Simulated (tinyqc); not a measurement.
Leakage against temperature: trap-assisted generation and recombination current of an abrupt junction. Computed by tinyqc, a small Python program. Command: `OMP_NUM_THREADS=1 python tinyqc.py 3009824 3009825 out.jsonl junctionleak walk`. One thread of a shared host (Intel(R) Xeon(R) Processor @ 2.30GHz), about 0.01 s of CPU time with the checks.

Depletion approximation, flat quasi-Fermi levels across the depleted layer, long neutral regions with minority lifetimes tau_n and tau_p, full ionisation and Boltzmann statistics. Voltages in exponents stand for e V.

Inputs (values chosen for the exercise, with bands and screening modelled on CdTe):
```
quantity                              value    unit
gap E_g                                1.55      eV
electron mass m_e                    0.0966     m_0
valleys M_c                               1       -
hole mass m_h                         0.632     m_0
dielectric constant eps                10.4       -
acceptor density N_A                1.8e+15   cm^-3
donor density N_D                   1.3e+17   cm^-3
capture time tau_n                  1.2e-09       s
capture time tau_p                  3.8e-07       s
trap level E_t - E_i                   0.19      eV
electron diffusion coefficient D_n       55  cm^2/s
hole diffusion coefficient D_p          7.2  cm^2/s
reverse bias V_r                        6.2       V
temperature T                           300       K
tunnelling mass m_t                    0.27     m_0
```

Field enhancement: Hurkx tunnelling factor.

Constants: k_B = 8.617333262e-05 eV/K; m_0 = 9.1093837015e-31 kg; k_B = 1.380649e-23 J/K; h = 6.62607015e-34 J s; e = 1.602176634e-19 C; eps_0 = 8.8541878128e-12 F/m; hbar = 1.054571817e-34 J s.

Method:
- N_c = 2 M_c (2 pi m_e k_B T/h^2)^(3/2) and N_v = 2 (2 pi m_h k_B T/h^2)^(3/2), masses in units of m_0.
- n_i = sqrt(N_c N_v) exp(-E_g/2 k_B T); V_bi = (k_B T/e) ln(N_A N_D/n_i^2); diffusion saturation current J_d0 = e n_i^2 [sqrt(D_n/tau_n)/N_A + sqrt(D_p/tau_p)/N_D].
- W = sqrt(2 eps eps_0 (V_bi - V)(1/N_A + 1/N_D)/e), x_p = W N_D/(N_A + N_D), x_n = W - x_p, peak field F_m = 2 (V_bi - V)/W; reverse bias means V = -V_r.
- Both capture times are divided by 1 + Gamma, Gamma = 2 sqrt(3 pi) (F/F_G) exp((F/F_G)^2), F_G = sqrt(24 m_t (k_B T)^3)/(e hbar) (the low-field Hurkx form), F being the local field, linear in x from 0 at the edges to F_m.
- Potential from the p edge: phi = (V_bi - V) x^2/(x_p W) on the p side and (V_bi - V)[1 - (W - x)^2/(x_n W)] on the n side; p = N_A exp(-phi/k_B T), n = n_i^2 exp(V/k_B T)/p; U = (n p - n_i^2)/[tau_p (n + n_i exp(dE/k_B T)) + tau_n (p + n_i exp(-dE/k_B T))], dE = E_t - E_i, n1 = n_i exp(dE/k_B T), p1 = n_i exp(-dE/k_B T); J_t = e int U dx by the trapezoid rule on 400 intervals on each side.
- The gap, capture times and diffusion coefficients are held fixed. J_g = -J_t at V = -V_r. The last column is -k_B d ln(J_g + J_d0)/d(1/T) from this row and the one above.

peak field F_m = 67960.2 V/cm

Reverse current:
```
T (K)  generation (A/cm^2)  diffusion (A/cm^2)  activation energy (eV)
240             1.6263e-18          2.6214e-25                       -
270             3.2097e-16          1.5435e-21                  0.9837
300             2.2466e-14          1.6557e-18                  0.9885
340             2.0737e-12          2.7890e-15                  0.9946
380             7.5877e-11          1.0205e-12                  1.0053
420             1.4360e-09          1.2504e-10                  1.0351
480             4.9041e-08          3.9438e-08                  1.1690
```

What does the comparison show, and why?

The activation energy goes from 0.984 to 1.169 eV. Generation alone gives about E_g/2 + dE if tau_p exp(dE/k_B T) exceeds tau_n exp(-dE/k_B T), else E_g/2 - dE, here 0.965 eV, plus 1.5 k_B T, less where tunnelling helps, and diffusion E_g = 1.55 eV plus 3 k_B T; generation rules in every row.

Extremes, crossings and ranges named in words are read from the listed rows.
